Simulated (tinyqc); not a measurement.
# Gap voltage and exponent from three temperatures

Problem. At constant current VBE(T) = Vg0 - a T - eta (kB T/q) ln T, where a is a constant. Find Vg0, eta and dVBE/dT at the middle temperature.

Constants: q = 1.602176634e-19 C, kB = 1.380649e-23 J/K. Results are converted to the units shown.

T (K): 273  300  390
VBE at a constant current (V): 0.7122681595  0.6601321142  0.4819377056

Solution. The relation is linear in Vg0, a and eta, so three points give a linear system; the slope is (VBE - Vg0 - eta kB T/q)/T. eta rests on the curvature of VBE(T) alone, so real fits need accuracy of some tens of microvolts or better.

Vg0 = 1.163 V
eta = 3.100
dVBE/dT = -1.943 mV/K

Program tinyqc, `OMP_NUM_THREADS=1 python tinyqc.py 2062203 2062204 out.jsonl`; Intel Xeon 2.30GHz, shared host, one thread, about 0.03 s.
